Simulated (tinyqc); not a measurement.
What moves the carrier density: donors with valley-orbit split 1s states.

Each donor binds at most one electron, in any of its states. For a site s, W_s = sum over its states of g exp(E/kT), and the ionised share is 1/(1 + W_s exp(eta)), eta = (EF - Ec)/kT; n = Nc F_1/2(eta); neutrality n + NA = ND x (mean ionised share); holes are neglected. Nc from N = 2 (m kB T/(4 pi c))^(3/2) with c = hbar^2/2m0, in 1/angstrom^3; times 1e24 for 1/cm^3, m = md. F_j(eta) = (1/Gamma(j + 1)) integral_0^infinity x^j dx/(1 + exp(x - eta)), which tends to exp(eta) for eta << 0.

Mobility (Caughey-Thomas form): mu = mu0 + (mu1 (T/300)^(-ga) - mu0)/(1 + ((ND + NA)/Nr)^de); rho = 1/(e n mu), e = 1.602176634e-19 C.

Constants: hbar^2/2m0 = 3.80998211 eV angstrom^2; kB = 8.617333262e-05 eV/K.

Parameters, chosen for this exercise (near those of Sb in Si; not measured data):
```
symbol  value             unit        meaning
md      1.04              m0          density-of-states mass of the conduction band
E       (41, 30.8, 28.2)  meV         binding energies of 1s(A1), 1s(T2), 1s(E)
g       (2, 6, 4)                     their degeneracies with spin
ND      7e+15             1/cm^3      donors
NA      2e+15             1/cm^3      compensating acceptors, all ionised
T       250               K
mu0     65                cm^2/(V s)  mobility at heavy doping
mu1     1441              cm^2/(V s)  mobility at light doping and 300 K
Nr      8.7e+16           1/cm^3      reference doping
de      0.72                          doping exponent
ga      2.3                           temperature exponent
```

All results formed anew. Each row changes one parameter from the base and keeps the others.

Results:
```
case                         eta  n (1/cm^3)  rho (ohm cm)
base                      -8.324   4.911e+15        0.6892
E = (46, 30.8, 28.2) meV  -8.325   4.905e+15        0.6900
md = 1.144 m0             -8.465   4.922e+15        0.6875
ND = 1.4e+16 1/cm^3       -7.466   1.159e+16        0.3157
NA = 2.7e+15 1/cm^3       -8.475   4.223e+15        0.8084
T = 280 K                 -8.489   4.935e+15        0.8884
Nr = 1.74e+17 1/cm^3      -8.324   4.911e+15        0.6464
```

The largest shifts from the base row, up to three for each result and ties (the steps differ in size, so this ranks the rows, not the parameters). eta: ND +0.858, T -0.165, NA -0.151; unchanged at the printed digits by Nr. n (1/cm^3): ND +6.67e+15, NA -6.88e+14, T +2.47e+13; unchanged at the printed digits by Nr. rho (ohm cm): ND -0.373, T +0.199, NA +0.119.

Computed by tinyqc, a small Python program: `OMP_NUM_THREADS=1 python tinyqc.py 1650066 1650067 out.jsonl` (the numbers bound the seed that draws the inputs); one thread of a shared host (Intel(R) Xeon(R) Processor @ 2.30GHz), about 0.01 s for the whole set of steps.
